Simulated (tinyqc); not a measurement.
Inside a calculation. Model: signal and retention of a DRAM cell.

Program tinyqc, `OMP_NUM_THREADS=1 python tinyqc.py 2130141 2130142 out.jsonl`; Intel Xeon 2.30GHz, shared host, one thread, about 0.01 s. Printed values are rounded.

A stored one starts at Vd and leaks: Cs dV/dt = -I(V), I = a sqrt((V + Vb)/(Vd + Vb)) + b, with a = Ig exp[-(Eg1 q/kB)(1/T - 1/T0)] (generation in a depletion layer) and b = Is exp[-(Es q/kB)(1/T - 1/T0)]. The bit line is precharged to Vd/2, and charge sharing gives the signal (V - Vd/2) Cs/(Cs + Cb).

Parameters, values chosen for the exercise:
- Vd = 1.1 V (array voltage)
- Cs = 19 fF (cell capacitance)
- Cb = 57 fF (bit-line capacitance)
- dm = 69 mV (smallest signal that the sense amplifier resolves)
- Vb = 1.45 V (built-in plus back-bias voltage of the storage junction)
- Ig = 0.85 fA (junction leakage at V = Vd and T0)
- Is = 0.079 fA (voltage-independent leakage at T0)
- Es = 0.44 eV (activation energy of Is)
- T0 = 358 K (reference temperature)
- T = 328 K (temperature)
- sg = 0.67 (deviation of ln(retention time) over the cells)
- Nc = 1.72e10 (cells)
- tr = 32 ms (refresh interval)
- Eg1 = 0.52 eV (activation energy of Ig)

Constants: q = 1.602176634e-19 C, kB = 1.380649e-23 J/K. Results are converted to the units shown.

Range of the model: Real arrays also hold a tail of unusually leaky cells and cells whose retention varies in time, which this model lacks.

## Signal and margin

The cell fails below Vc = Vd/2 + dm (Cs + Cb)/Cs.

transfer ratio = 0.25
signal of a fresh one = 137.5 mV
Vc = 0.826 V
charge that may be lost = 5.206 fC
the same in electrons = 32493.30

## Retention time

With s = sqrt((Vc + Vb)/(Vd + Vb)), the time from Vd to Vc is t = [2 Cs (Vd + Vb)/a] [1 - s - (b/a) ln((a + b)/(a s + b))].

a = 0.1819177 fA
b = 0.02143334 fA
retention time = 26.24911 s
estimate with the current held at a + b = 25.60105 s

The constant-current estimate is 2.5 % below the true time, since the junction leaks less as V falls.

## Failing cells

This time is the median of a log-normal spread: failing cells = Nc erfc(z/sqrt 2)/2, z = ln(t/tr)/sg. One failure is expected at the interval where that count equals 1.

z = 10.01441
failing cells = 1.133065e-13
interval for one failure = 349.9647 ms

The weakest cell of the array lies about 6.44 deviations out, a factor of 75.0 below the median; the chosen interval is shorter than that time.
